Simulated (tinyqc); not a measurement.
Lateral field, substrate current, probability of reaching the oxide barrier and hot-carrier lifetime of a silicon transistor (pseudo-two-dimensional and lucky-electron models): one step, computed by the program tinyqc. Command: `OMP_NUM_THREADS=1 python tinyqc.py 3002777 3002778 out.jsonl hotcar walk`. One thread of a shared host (Intel(R) Xeon(R) Processor @ 2.30GHz), about 0.01 s of CPU time with the checks.

Local-field models: a lucky carrier gains its energy at the peak field over a path free of collisions. Voltages are magnitudes.

Question. Hot-carrier currents and lifetime. C_ox = 3.9 eps_0/t; F_sat = 2 v_s/mu; V_Dsat = V_ov F_sat L/(V_ov + F_sat L), V_ov = V_G - V_T; I_D/W = C_ox v_s (V_ov - V_Dsat). Scale length l = 0.22 t^(1/3) x_j^(1/2) (all in cm); F_m = sqrt(((V_D - V_Dsat)/l_e)^2 + F_sat^2), with l_e = l + L_n; length of the velocity-saturated region l_e ln((V_D - V_Dsat)/(l_e F_sat) + F_m/F_sat). Substrate current I_sub/I_D = (A_i/B_i)(V_D - V_Dsat) exp(-B_i/F_m); probability of reaching the oxide barrier exp(-phi_b/(e lambda F_m)); lifetime tau = (H/(I_D/W)) exp(phi_it/(e lambda F_m)).

Inputs (values chosen for the exercise, modelled on a silicon n-channel):
```
quantity                                value                      unit
channel length L                          280                        nm
oxide thickness t                         4.7                        nm
junction depth x_j                         69                        nm
mobility mu                               290                cm^2/(V s)
saturation velocity v_s                   0.9                  1e7 cm/s
threshold voltage V_T                    0.75                         V
gate voltage V_G                          1.7                         V
drain voltage V_D                         3.4                         V
ionisation prefactor A_i              1.9e+06                      1/cm
ionisation field B_i                     1.69                     MV/cm
hot-carrier mean free path lambda         8.3                        nm
oxide barrier phi_b                       3.1                        eV
interface-trap threshold phi_it           3.7                        eV
lifetime constant H                        60  s microampere/micrometre
length of the depleted extension L_n       36                        nm
```

Drain: lightly doped extension.

Constants: eps_0 = 8.8541878128e-12 F/m.

Give: I_sub/I_D; substrate current I_sub/W; probability of reaching phi_b; lifetime tau; exponent m = phi_it/(e lambda B_i).

Answer.

I_sub/I_D = 0.024968

substrate current I_sub/W = 5.5433 microampere/micrometre

probability of reaching phi_b = 2.3037e-05

lifetime tau = 92669 s

exponent m = phi_it/(e lambda B_i) = 2.6378

Since both exponentials depend on 1/F_m, tau I_D scales about as (I_sub/I_D)^(-m) with m = 2.64, which lets I_sub serve as the monitor. The lifetime is 2.94e-4 times ten years (3.156e8 s).
